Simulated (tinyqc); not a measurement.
MOSFET in the linear regime without short-channel effects, parameter extraction from computed curves: one step of the calculation.

Inversion charge Q = Cox n Vt W0(exp((Vg - VT)/(n Vt))), W0 the Lambert function and n = nf; u = Q/Cox; mobility mu = mu0/(1 + th1 u + th2 u^2); channel resistance Rch = (L - dL)/(W mu Q); Id = Vd/(Rch + Rsd/W). Cox = eps0 eox/tox. Small Vd, no channel-length or drain effects.

Question. Transfer curve. u, mu, Rch and Id as defined.

Inputs (values chosen for the exercise); channel values of the order met in silicon transistors:
```
symbol,value,unit,meaning
T,77,K,temperature
eox,3.9,,relative permittivity of the gate insulator (close to silicon dioxide)
tox,3.2,nm,insulator thickness
mu0,120,cm^2/(V s),low-field mobility
th1,0.56,1/V,first mobility attenuation factor
th2,0,1/V^2,second mobility attenuation factor
VT,0.68,V,threshold voltage
nf,1.07,,body factor
W,0.5,um,gate width
L,0.16,um,drawn gate length
dL,0.004,um,drawn less effective length
Rsd,91,ohm um,source plus drain resistance
Vd,0.05,V,drain voltage
```

Constants: q = 1.602176634e-19 C, kB = 1.380649e-23 J/K, Vt = kB T/q, eps0 = 8.8541878128e-14 F/cm where lengths are in cm. Results are converted to the units shown.

Vg, point 0 to 8 (V): [0.52, 0.6, 0.68, 0.76, 0.84, 0.92, 1, 1.08, 1.16]

Wanted: u; mu; Rch; Id.

Answer.

```
point      u (V)  mu (cm^2/(V s))  Rch (ohm)    Id (uA)
0      1.159e-12            120.0   2.079e15  2.405e-11
1       9.071e-8            120.0   2.656e10   1.882e-6
2       0.004027            119.7    5.997e5    0.08335
3        0.06435            115.8    3.879e4      1.283
4         0.1389            111.3    1.870e4      2.648
5         0.2158            107.1    1.252e4      3.938
6         0.2936            103.1       9556      5.134
7         0.3719            99.32       7828      6.242
8         0.4505            95.82       6697      7.268
```

Numbers from tinyqc (`OMP_NUM_THREADS=1 python tinyqc.py 2210045 2210046 out.jsonl`; about 0.01 s on one thread of a shared Intel Xeon 2.30GHz).
